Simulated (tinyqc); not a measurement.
Resonant-tunnelling diode, transfer matrices and Tsu-Esaki current: two steps of the calculation.

Emitter (band edge 0), barrier d1, well Lw, barrier d2, collector (edge -V). The bias drops linearly over these layers and none in the contacts; each layer is cut into ns equal slices, flat at the value of their centres. E is the energy of motion across the layers, C = hbar^2/(2 m0), psi and psi'/m are continuous. Transport is coherent, T(E) is taken as independent of the transverse momentum, and charge in the well is ignored.

Values chosen for this exercise; masses and offsets of a made-up heterostructure: temperature T = 77 K; mass in the well, spacer and contacts mw = 0.045 m0; Fermi energy of both contacts above their band edges Ef = 0.032 eV; bias of the collector V = 0.048 V.

Constants: q = 1.602176634e-19 C, kB = 1.380649e-23 J/K, hbar = 1.054571817e-34 J s, m0 = 9.1093837015e-31 kg, Vt = kB T/q. Results are converted to the units shown.

Problem 1. Breit-Wigner parameters from a parabola through 1/T(E). Near a resonance 1/T(E) = (1/Tp) [1 + (2 (E - Er)/G)^2]. With y = 1/T(E) at E0 - h, E0, E0 + h: a = (y1 + y3 - 2 y2)/(2 h^2), b = (y3 - y1)/(2 h), Er = E0 - b/(2 a), 1/Tp = y2 - b^2/(4 a), G = 2 sqrt(1/(Tp a)), tau = hbar/G.

three energies (eV): [0.020675, 0.021055, 0.021435]
T(E) at these energies: [0.49854323, 0.80395266, 0.61776460]

Find: Er; Tp; G; tau.

Solution 1.

Er = 0.02112 eV
Tp = 0.8147
G = 1.117 meV
tau = 589.4 fs

The true maximum of T(E) lies at 0.021116 eV with height 0.8134 and full width 1.124 meV; the fitted G is 0.66 % below that width.

Problem 2. Current from the resonance alone. J = J0 times the integral over E > 0 of T(E) N(E), N = ln[(1 + exp((Ef - E)/Vt))/(1 + exp((Ef - V - E)/Vt))], J0 = q^2 mw m0 kB T/(2 pi^2 hbar^3) (times 1e-4 for A/cm^2 per eV). For a sharp resonance J = J0 (pi G/2) Tp N(Er), with Er the peak energy, Tp the peak transmission and G the full width at half maximum (in eV). The three values given are estimates from a parabola through three points of 1/T(E).

Er = 0.021119695 eV
Tp = 0.81474476
G = 1.1167641 meV

Give: J0; N(Er); J.

Solution 2.

J0 = 4.8321e6 A/(cm^2 eV)
N(Er) = 1.8134
J = 12.524 kA/cm^2

The full integral over T(E) gives 12.21 kA/cm^2; the value above is 2.5 % above it.

tinyqc, about 0.07 s, one thread, Intel Xeon 2.30GHz (shared host): `OMP_NUM_THREADS=1 python tinyqc.py 2600035 2600036 out.jsonl`
